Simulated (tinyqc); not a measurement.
Time-dependent dielectric breakdown: cell percolation, Weibull statistics, area scaling and voltage extrapolation: one step, computed by the program tinyqc.

The oxide is divided into columns of area a^2, each holding m = t_ox/a cells (m is taken as continuous). A share lambda(t) = (t/t_1)^alpha of the cells is defective, and a column whose cells are all defective breaks down.

Question. Fitting the sample. W = ln(-ln(1 - F_i)) with the median ranks F_i. Least squares in W: W = beta ln t - beta ln t63. Maximum likelihood: solve sum t^b ln t/sum t^b - 1/b = mean of ln t for b, then t63 = (mean of t^b)^(1/b).

Weibull plot:
```
i      t (s)        F_i      ln t          W
1    5.09231  0.0564516  1.627732  -2.845458
2   12.35291  0.1370968  2.513892  -1.914248
3   18.38833  0.2177419  2.911716  -1.404171
4   23.12175  0.2983871  3.140774  -1.037404
5   26.93419  0.3790323  3.293396  -0.741338
6   27.32477  0.4596774  3.307794  -0.485176
7   30.38076  0.5403226  3.413810  -0.252019
8   56.61088  0.6209677  4.036201  -0.030321
9   73.54839  0.7016129  4.297944   0.190094
10  74.49765  0.7822581  4.310768   0.421630
11  76.72879  0.8629032  4.340277   0.686660
12  94.86305  0.9435484  4.552434   1.055834
```

Give: slope by least squares; t63 by least squares; slope by maximum likelihood; t63 by maximum likelihood.

Answer.

slope by least squares = 1.271

t63 by least squares = 49.19 s

slope by maximum likelihood = 1.503

t63 by maximum likelihood = 48.03 s

Caution: t_1 is an input here; in a real oxide it changes with thickness at fixed voltage.
